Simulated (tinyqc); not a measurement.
# Single-junction solar cell, detailed-balance limit: two studies

Every photon above the gap Eg makes one pair and none below is absorbed; carriers thermalise at T and move without loss. Jsc = q fs X Phi(Eg, Ts); the dark current is J0 = q ge Phi(Eg, T)/ERE with the Boltzmann factor exp(V/Vt). The efficiency is the electrical power over fs X sigma Ts^4.

Values chosen for this exercise: cell temperature T = 300 K; temperature of the black-body sun Ts = 7000 K; share of the hemisphere filled by the sun fs = 2.16e-5; concentration X = 10; external radiative efficiency ERE = 0.01; number of faces that emit ge = 2; band gap Eg = 1.61 eV.

Constants: q = 1.602176634e-19 C, kB = 1.380649e-23 J/K, h = 6.62607015e-34 J s, c = 299792458 m/s, Vt = kB T/q. Results are converted to the units shown.

Each table varies one quantity; the others keep the values above.

## Effect of the concentration

Photon flux above E from a black body at temperature T into a hemisphere: Phi(E, T) = A sum_k exp(-k E/th)[E^2 th/k + 2 E th^2/k^2 + 2 th^3/k^3], k = 1, 2, ..., with th = kB T/q in eV and A = 2 pi q^3/(h^3 c^2). J(V) = Jsc - J0 (exp(V/Vt) - 1); Voc = Vt ln(1 + Jsc/J0); at maximum power v = Vmp/Vt solves (1 + v) exp(v) = 1 + Jsc/J0. Pin = fs X sigma Ts^4, sigma = 2 pi^5 kB^4/(15 h^3 c^2). FF = Vmp Jmp/(Voc Jsc).

Effect of the concentration:
```
X     Jsc (mA/cm^2)  Voc (V)  Eg/q - Voc (V)       FF  efficiency (%)
1            77.195   1.2259         0.38413  0.89928          28.938
3            231.58   1.2543         0.35573  0.90106          29.667
10           771.95   1.2854         0.32461  0.90294          30.466
30           2315.8   1.3138         0.29620  0.90458          31.196
100          7719.5   1.3449         0.26508  0.90631          31.996
300           23158   1.3733         0.23668  0.90783          32.727
1000          77195   1.4044         0.20555  0.90944          33.528
3000       2.3158e5   1.4328         0.17715  0.91085          34.259
```

What does the comparison show?

As X goes from 1 to 3000, Jsc rises from 77.2 to 2.32e5 mA/cm^2, Voc rises from 1.23 to 1.43 V and the efficiency rises from 28.9 to 34.3 %. Voc gains 59.5 mV a decade of concentration (Vt ln 10), while Jsc/Pin stays the same. For X = 300 to 3000 the current passes 20 A/cm^2, where series resistance and heating, left out here, would dominate.

## Effect of the band gap

Same model as above.

FF = Vmp Jmp/(Voc Jsc).

Result of one run:
```
Eg (eV)  Jsc (mA/cm^2)  Voc (V)  Eg/q - Voc (V)      FF  efficiency (%)
0.5               1611   0.2530          0.2470  0.6895           9.557
```

What becomes of these results when the band gap Eg is changed from 0.5 to 2.25 eV, all else the same?

Result of the changed run:
```
Eg (eV)  Jsc (mA/cm^2)  Voc (V)  Eg/q - Voc (V)      FF  efficiency (%)
2.25             425.0    1.893          0.3571  0.9285           25.40
```

The whole series:
```
Eg (eV)  Jsc (mA/cm^2)  Voc (V)  Eg/q - Voc (V)      FF  efficiency (%)
0.5               1611   0.2530          0.2470  0.6895           9.557
0.75              1428   0.4798          0.2702  0.7975           18.59
1                 1229   0.7115          0.2885  0.8477           25.20
1.25              1031   0.9457          0.3043  0.8770           29.07
1.5              846.7    1.181          0.3186  0.8964           30.49
1.75             683.1    1.418          0.3320  0.9101           29.98
2                542.5    1.655          0.3448  0.9205           28.10
2.25             425.0    1.893          0.3571  0.9285           25.40
2.5              328.9    2.131          0.3691  0.9350           22.29
```

As Eg goes from 0.5 to 2.5 eV, Jsc falls from 1610 to 329 mA/cm^2, Voc rises from 0.253 to 2.13 V and the efficiency goes from 9.56 through a maximum of 30.5 (at Eg = 1.5 eV among the rows listed) to 22.3 %. A wider gap raises the voltage and loses photons, hence the maximum.

Program tinyqc, `OMP_NUM_THREADS=1 python tinyqc.py 2820111 2820112 out.jsonl`; Intel Xeon 2.30GHz, shared host, one thread, about 0.01 s.
